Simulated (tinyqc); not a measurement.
Inside a calculation. Method: Hubbard chain of 4 sites. Computed by tinyqc, a small Python program that keeps every step. Settings: hopping = 1.57, U = 6.3, mixing = 0.2, iteration cap = 76. Command: `OMP_NUM_THREADS=1 python tinyqc.py 27128 27129 out.jsonl` (the two numbers bound the seeds that draw the settings). One thread of a shared host (Intel(R) Xeon(R) Processor @ 2.60GHz), about 0.2 s of CPU time with the checks.

one-body matrix (hopping and site energies) (eV), lower triangle:
```
,1,2,3,4
1,0.000000
2,-1.570000,0.000000
3,0.000000,-1.570000,0.000000
4,0.000000,0.000000,-1.570000,0.000000
```

U = 6.300000 eV

electrons, up and down: 2  2

n(up) at the start (a guess, not normalised): 1 0.550000, 2 0.450000, 3 0.550000, 4 0.450000

n(down) at the start (a guess): 1 0.450000, 2 0.550000, 3 0.450000, 4 0.550000

Each step fills the lowest levels of T + U n(other spin) and sets n(new) = n + mixing (n(out) - n); stop when output and input agree to 1e-8.

Course of the cycle:
```
iteration,E (eV),largest |n(out) - n(in)|,mean |n_up - n_down|
1,-0.89237897,7.87e-02,0.215916
2,-0.97569931,9.24e-02,0.263731
3,-1.08514115,1.06e-01,0.317003
4,-1.21784139,1.19e-01,0.373413
5,-1.36486507,1.28e-01,0.429924
6,-1.51370621,1.32e-01,0.483613
7,-1.65284030,1.32e-01,0.532425
8,-1.77497432,1.28e-01,0.575422
9,-1.87742334,1.21e-01,0.612544
10,-1.96071058,1.11e-01,0.644225
11,-2.02697747,1.01e-01,0.671097
...,...,...,...
66,-2.24540905,5.55e-05,0.820969
67,-2.24540906,4.79e-05,0.820974
68,-2.24540906,4.14e-05,0.820978
69,-2.24540907,3.57e-05,0.820982
70,-2.24540907,3.08e-05,0.820985
71,-2.24540907,2.66e-05,0.820988
72,-2.24540907,2.30e-05,0.820991
73,-2.24540907,1.98e-05,0.820993
74,-2.24540907,1.71e-05,0.820995
75,-2.24540907,1.48e-05,0.820996
76,-2.24540907,1.28e-05,0.820998
```

Can the last value be used, and what does the course show?

Not by the stop rule, although the second column moves by less than 1e-07 over the last three steps. Not converged within 76 iterations: the residual falls steadily but slowly, by a factor of about 0.86 a step. The lowest mean-field energy found from random starts is -2.24541 eV. Reruns (cap 100 unless said): mixing 0.5: converged in 46 (E = -2.24541); mixing 0.9: converged in 22 (E = -2.24541); the original settings with a cap of 400: converged in 125 (E = -2.24541).
